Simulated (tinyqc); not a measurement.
Trading HF for NH4F at fixed fluoride: speciation in dilute and buffered hydrofluoric acid, oxide etch rate and bath loading. Computed by tinyqc, a small Python program. Command: `OMP_NUM_THREADS=1 python tinyqc.py 3121314 3121315 out.jsonl hfetch walk`. One thread of a shared host (Intel(R) Xeon(R) Processor @ 2.30GHz), about 0.01 s of CPU time with the checks.

Concentrations stand for activities, NH4+ and Cl- are spectators, and water ionisation is neglected. H, F and HF2 denote the ions H+, F- and HF2-. The base temperature is 298 K.

Inputs (values chosen for the exercise, of the order of those for thermal oxide at room temperature): HF added = 0.69 mol/L; NH4F added = 0 mol/L; K1 = [H][F]/[HF] = 0.000633 mol/L; K2 = [HF2]/([HF][F]) = 3.37 L/mol; K3 = [H2F2]/[HF]^2 = 0 L/mol; rate constant of neutral HF k_a = 12 nm L/(min mol); rate constant of HF2 k_b = 60 nm L/(min mol).

Method:
- Fluoride balance: [HF] + [F] + 2 [HF2] + 2 [H2F2] = HF added + NH4F added. Acid balance: [H] + [HF] + [HF2] + 2 [H2F2] = HF added + HCl added. For a trial [H], [HF] = [H][F]/K1, and the fluoride balance is a quadratic in [F].
- Rate = k_a ([HF] + 2 [H2F2]) + k_b [HF2], an empirical two-term form.
- Total fluoride is held at HF + NH4F added, without HCl; x is the share added as HF.

Against x:
```
x         pH  [F] (mol/L)  [HF] (mol/L)  [HF2] (mol/L)  rate (nm/min)
0.05  4.9572      0.63204       0.01102        0.02347          1.540
0.15  4.3404      0.52065       0.03756        0.06590          4.405
0.30  3.8001      0.36857       0.09225        0.11459          7.982
0.40  3.4948      0.28039       0.14175        0.13393          9.737
0.50  3.2013      0.20495       0.20369        0.14068         10.885
0.60  2.9091      0.14300       0.27854        0.13423         11.396
0.75  2.4517      0.07374       0.41167        0.10230         11.078
0.90  1.9063      0.02834       0.55553        0.05306          9.850
1.00  1.4520      0.01130       0.63066        0.02402          9.009
```

What follows from these numbers?

[HF2] is largest at x = 0.5 and the rate at x = 0.6 among these rows; HF2 needs both HF and F. At its best the mixture etches 1.26 times as fast as HF alone.

Extremes, crossings and ranges named in words are read from the listed rows.
